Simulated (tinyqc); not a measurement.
Energy conservation against the time step: molecular dynamics of a small cluster by velocity Verlet steps. Computed by tinyqc, a small Python program. Command: `OMP_NUM_THREADS=1 python tinyqc.py 3031708 3031709 out.jsonl verlet walk`. One thread of a shared host (Intel(R) Xeon(R) Processor @ 2.30GHz), about 0.09 s of CPU time with the checks.

E = sum_i {sum_j A exp(-p (r_ij/r0 - 1)) - xi sqrt(rho_i)}, rho_i = sum_j exp(-2 q (r_ij/r0 - 1)); the force on i is -sum_j w_ij (R_i - R_j)/r_ij with w_ij = -(2p/r0) A exp(-p (r_ij/r0 - 1)) + (xi q/r0) exp(-2 q (r_ij/r0 - 1)) (rho_i^(-1/2) + rho_j^(-1/2)).

Inputs (values chosen for the exercise, for model atoms): length r0 = 3.09 angstrom; repulsion A = 0.17 eV; hopping xi = 2.14 eV; decay p = 11.5; decay q = 3.17; atomic mass M = 194 u; time step dt = 6.5 fs; steps = 100.

Potential: Gupta.

starting positions (angstrom), rows atom 1, atom 2, atom 3, atom 4, atom 5, columns x, y, z:
```
[[0.03, -0.03, 0.05],
 [2.81, -0.02, -0.01],
 [1.41, 2.49, -0.02],
 [1.44, 0.86, 2.28],
 [1.37, 0.84, -2.37]]
```

starting velocities (angstrom/fs), rows atom 1, atom 2, atom 3, atom 4, atom 5, columns x, y, z:
```
[[0.00096, 0.00145, -0.00178],
 [0.00027, -0.00189, -0.00089],
 [-0.00193, -0.00023, 0.00071],
 [0.00082, 0.0005, 0.00018],
 [-0.00012, 0.00018, 0.00178]]
```

Constants: 1 eV/(angstrom u) = 9.648533212e-03 angstrom/fs^2; k_B = 8.617333262e-05 eV/K.

Method:
- Relax the cluster, diagonalise the Hessian (central differences): omega_max = sqrt(c lambda_max/M). Verlet steps are stable for omega_max dt < 2.
- Velocity Verlet: a = c F/M with c = 9.648533212e-3 angstrom/fs^2 per eV/(angstrom u); R(new) = R + v dt + a dt^2/2; v(new) = v + (a + a(new)) dt/2. Kinetic energy K = M v^2/(2c); temperature T = 2K/((3N - 3) k_B), rotation of the cluster included.
- Runs without thermostat over the same span of time, steps x dt; spread = largest minus smallest value. For contrast, the energy gained over the first 30 dt (dt of the inputs) by explicit Euler steps: R(new) = R + v dt, v(new) = v + a dt.

omega_max dt = 0.259910

Energy error (eV):
```
dt (fs)  omega_max dt  Verlet, spread of U + K  Euler, gain in U + K
0.8125        0.03249               2.1884e-05                0.0343
1.6250        0.06498               8.7540e-05                0.0754
3.2500        0.12996               3.4767e-04                0.1842
6.5000        0.25991               1.3756e-03                0.5700
13.0000       0.51982               5.2828e-03                2.5530
19.5000       0.77973               1.2055e-02                5.0737
```

The Verlet error grows as dt^2.00 between the first rows, the second order of the method. Euler steps gain energy steadily: over that short span the gain in the first row is already 1600 times the Verlet spread of the whole run, and it grows as dt^1.14, tending to the first order of that method as dt shrinks.

Extremes, crossings and ranges named in words are read from the listed rows.
